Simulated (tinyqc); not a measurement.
Sp3 tight binding, zinc-blende lattice, step by step. Computed by tinyqc, a small Python program that keeps every step. Command: `OMP_NUM_THREADS=1 python tinyqc.py 25181 25182 out.jsonl` (the two numbers bound the seeds that draw the settings). One thread of a shared host (Intel(R) Xeon(R) Processor @ 2.60GHz), about 0.01 s of CPU time with the checks.

## Bloch Hamiltonian at k

Parameters chosen for this model: zinc-blende lattice, anion at 0, cation at a/4 (1,1,1); V = eta hbar^2 / (m d^2), hbar^2/m = 7.619964 eV angstrom^2:
```
parameter          value      unit
a               4.580000  angstrom
d               1.983198  angstrom
Es anion      -15.420000        eV
Ep anion       -6.930000        eV
Es cation     -15.420000        eV
Ep cation      -6.930000        eV
eta ss         -1.340000
eta sp          1.770000
eta pp sigma    2.920000
eta pp pi      -0.750000
V ss           -2.596124        eV
V sp            3.429209        eV
V pp sigma      5.657226        eV
V pp pi        -1.453055        eV
```

k point k (2 pi / a): -0.160000  0.390000  -0.140000

Slater-Koster rules over the four bonds with direction cosines (l, m, n): ss V_ss; s-px l V_sp; px-s -l V_sp; px-px l^2 V_pps + (1 - l^2) V_ppp; px-py l m (V_pps - V_ppp); each times exp(i k.d).

H(k) at k (eV), lower triangle (Hermitian):
```
                      a s                 a px                a py                 a pz
a s            -15.420000
a px             0.000000            -6.930000
a py             0.000000             0.000000           -6.930000
a pz             0.000000             0.000000            0.000000            -6.930000
c s   -8.030969-0.323934i  -0.962152-1.572523i  0.351501+4.304422i  -1.105188-1.369004i
c px   0.962152+1.572523i   2.836810+0.114425i  1.323025+1.638842i  -0.420783-5.152844i
c py  -0.351501-4.304422i   1.323025+1.638842i  2.836810+0.114425i   1.151797+1.882475i
c pz   1.105188+1.369004i  -0.420783-5.152844i  1.151797+1.882475i   2.836810+0.114425i

             c s       c px       c py       c pz
c s   -15.420000
c px    0.000000  -6.930000
c py    0.000000   0.000000  -6.930000
c pz    0.000000   0.000000   0.000000  -6.930000
```

## Levels at k

Diagonalise the Hermitian matrix.

eigenvalues (eV): -24.660407  -15.008280  -13.137485  -12.484594  -4.255727  -2.337127  -0.733635  0.197255

weights |c|^2 of the basis functions:
```
        band 1    band 2    band 3    band 4    band 5    band 6    band 7    band 8
a s   0.471451  0.128346  0.000732  0.038136  0.317628  0.015217  0.000161  0.028329
a px  0.003656  0.127971  0.221105  0.131471  0.035431  0.028767  0.262274  0.189324
a py  0.022049  0.115835  0.002669  0.256214  0.098840  0.431154  0.000168  0.073072
a pz  0.002844  0.127848  0.275494  0.074180  0.048101  0.024861  0.237396  0.209276
c s   0.471451  0.128346  0.000732  0.038136  0.317628  0.015217  0.000161  0.028329
c px  0.003656  0.127971  0.221105  0.131471  0.035431  0.028767  0.262274  0.189324
c py  0.022049  0.115835  0.002669  0.256214  0.098840  0.431154  0.000168  0.073072
c pz  0.002844  0.127848  0.275494  0.074180  0.048101  0.024861  0.237396  0.209276
```

## Bloch Hamiltonian at L

k point L (2 pi / a): 0.500000  0.500000  0.500000

As before.

H(k) at L (eV), lower triangle (Hermitian):
```
                      a s                 a px                 a py                 a pz
a s            -15.420000
a px             0.000000            -6.930000
a py             0.000000             0.000000            -6.930000
a pz             0.000000             0.000000             0.000000            -6.930000
c s   -3.671474-3.671474i   2.799937+2.799937i   2.799937+2.799937i   2.799937+2.799937i
c px  -2.799937-2.799937i   1.296889+1.296889i  -3.351819-3.351819i  -3.351819-3.351819i
c py  -2.799937-2.799937i  -3.351819-3.351819i   1.296889+1.296889i  -3.351819-3.351819i
c pz  -2.799937-2.799937i  -3.351819-3.351819i  -3.351819-3.351819i   1.296889+1.296889i

             c s       c px       c py       c pz
c s   -15.420000
c px    0.000000  -6.930000
c py    0.000000   0.000000  -6.930000
c pz    0.000000   0.000000   0.000000  -6.930000
```

## Levels at L

As before.

eigenvalues (eV): -22.627274  -19.596839  -13.504265  -13.504265  -5.207209  -0.355735  -0.355735  2.731322

## Bands along a path

The same steps at evenly spaced points between the labelled ones.

Bands along the path (eV):
```
k             band 1      band 2      band 3      band 4     band 5     band 6     band 7     band 8
L         -22.627274  -19.596839  -13.504265  -13.504265  -5.207209  -0.355735  -0.355735   2.731322
L-G 0.25  -23.528759  -18.150713  -13.163931  -13.163931  -5.111890  -0.696069  -0.696069   2.091361
L-G 0.50  -24.729487  -15.386490  -12.253360  -12.253360  -4.899560  -1.606640  -1.606640   0.315537
L-G 0.75  -25.528207  -12.347183  -11.150715  -11.150715  -4.792101  -2.709285  -2.709285  -2.032509
G         -25.804497  -10.598156  -10.598156  -10.598156  -5.035503  -3.261844  -3.261844  -3.261844
G-X 0.25  -25.433562  -11.894588  -11.894588  -11.844906  -4.300003  -3.121529  -1.965412  -1.965412
G-X 0.50  -24.331267  -14.446816  -14.117937  -14.117937  -3.154013  -2.767904   0.257937   0.257937
G-X 0.75  -22.540338  -17.370128  -15.800498  -15.800498  -2.409640  -2.379894   1.940498   1.940498
X         -20.160389  -20.160389  -16.410374  -16.410374  -2.189611  -2.189611   2.550374   2.550374
X-W 0.25  -20.160389  -20.160389  -16.410374  -16.410374  -2.189611  -2.189611   2.550374   2.550374
X-W 0.50  -20.160389  -20.160389  -16.410374  -16.410374  -2.189611  -2.189611   2.550374   2.550374
X-W 0.75  -20.160389  -20.160389  -16.410374  -16.410374  -2.189611  -2.189611   2.550374   2.550374
W         -20.160389  -20.160389  -16.410374  -16.410374  -2.189611  -2.189611   2.550374   2.550374
```

With 4 band(s) filled, the highest filled level on these points lies at G and the lowest empty one at L: a gap of 5.3909 eV, indirect.
